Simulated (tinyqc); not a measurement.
Three voltage laws: time-dependent dielectric breakdown: cell percolation, Weibull statistics, area scaling and voltage extrapolation. Computed by tinyqc, a small Python program. Command: `OMP_NUM_THREADS=1 python tinyqc.py 3027665 3027666 out.jsonl tddb walk`. One thread of a shared host (Intel(R) Xeon(R) Processor @ 2.30GHz), about 0.01 s of CPU time with the checks.

The oxide is divided into columns of area a^2, each holding m = t_ox/a cells (m is taken as continuous). A share lambda(t) = (t/t_1)^alpha of the cells is defective, and a column whose cells are all defective breaks down.

Inputs (values chosen for the exercise, for a model gate oxide):

| quantity | value | unit |
|---|---|---|
| oxide thickness t_ox | 2.8 | nm |
| defect cell size a | 1.2 | nm |
| exponent alpha of defect growth | 0.46 | - |
| time t_1 at which the occupied share would reach 1 | 3.9e+09 | s |
| test area A | 3 | um^2 |
| product area A_u | 300000 | um^2 |
| stress voltage V | 3.99 | V |
| use voltage V_u | 2.3 | V |
| local exponent n = -d ln t/d ln V at the stress voltage | 29 | - |
| activation energy E_a | 0.47 | eV |
| stress temperature T | 125 | C |
| use temperature T_u | 100 | C |
| allowed failure fraction F | 0.001 | - |

Voltage law used: 1/E.

Constants: k_B = 8.617333262e-05 eV/K.

Method:
- Failure fraction F = 1 - (1 - lambda^m)^N with N = A/a^2 columns, which for small lambda^m is 1 - exp(-(t/t63)^beta) with beta = alpha m and t63 = t_1 N^(-1/beta); critical share lambda(t63) = N^(-1/m). 1 um^2 = 1e6 nm^2.
- All three voltage laws share the slope n at the stress voltage. Factor t(V_u)/t(V): E law exp(n (1 - V_u/V)); 1/E law exp(n (V/V_u - 1)); power law (V/V_u)^n.
- Temperatures in kelvin are T(C) + 273.15.
- Temperature factor exp[(E_a/k_B)(1/T_u - 1/T)]; area factor (A/A_u)^(1/beta); percentile factor (-ln(1 - F))^(1/beta); life = t63 x all four; 1 year = 3.15576e7 s.
- Life = t63 x voltage, temperature, area and percentile factors, the last three as above.

projected life = 0.0253826 years

voltage factor = 1.79576e+09

Log10 of the life in years:

| V_u/V | V_u (V) | E law | 1/E law | power law |
|---|---|---|---|---|
| 1.00 | 3.9900 | -10.850 | -10.850 | -10.850 |
| 0.95 | 3.7905 | -10.220 | -10.187 | -10.204 |
| 0.90 | 3.5910 | -9.590 | -9.450 | -9.523 |
| 0.80 | 3.1920 | -8.331 | -7.701 | -8.039 |
| 0.70 | 2.7930 | -7.071 | -5.452 | -6.358 |
| 0.60 | 2.3940 | -5.812 | -2.453 | -4.416 |
| 0.50 | 1.9950 | -4.552 | 1.745 | -2.120 |
| 0.40 | 1.5960 | -3.293 | 8.042 | 0.691 |

What follows from these numbers?

At V_u/V = 0.9 the laws differ by 0.14 decades at most, and at 0.5 by 6.3. The E law is the most cautious and the 1/E law the most hopeful. Caution: t_1 is an input here; in a real oxide it changes with thickness at fixed voltage. Caution: a voltage factor of more than nine decades rests wholly on the chosen law and cannot be tested. Caution: the rows at low voltage extrapolate over many decades and cannot be tested.
